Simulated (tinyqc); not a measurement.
Gupta-type many-body potential for a metal: one step, computed by the program tinyqc. Command: `OMP_NUM_THREADS=1 python tinyqc.py 3029774 3029775 out.jsonl gupta walk`. One thread of a shared host (Intel(R) Xeon(R) Processor @ 2.30GHz), about 0.01 s of CPU time with the checks.

E_i = sum_j A exp(-p (r_ij/r0 - 1)) - xi rho_i^gamma, with rho_i = sum_j exp(-2 q (r_ij/r0 - 1)); gamma = 1/2 is the tight-binding second-moment form. The crystal is fcc unless stated; d is the neighbour distance and a fixed number of shells is kept.

Question. Shell terms at equilibrium. fcc shells: d sqrt(k), k = 1..5, with 12, 6, 24, 12, 24 atoms; Omega = d^3/sqrt2. Repulsion and density of one neighbour in each shell, and their sums.

Inputs (values chosen for the exercise, for a model metal):
```
quantity               value      unit
repulsion A            0.122        eV
decay p                  8.6         -
decay q                 2.51         -
reference distance r0  2.864  angstrom
shells kept                3         -
```

neighbour distance d = 2.880615 angstrom

Give: Shells; repulsive energy; density rho.

Answer.

Shells:
```
shell  count  r (angstrom)  repulsion (eV)  density
1         12         2.881       1.161e-01   0.9713
2          6         4.074       3.226e-03   0.1200
3         24         4.989       2.064e-04   0.0241
```

repulsive energy = 1.417 eV

density rho = 12.95
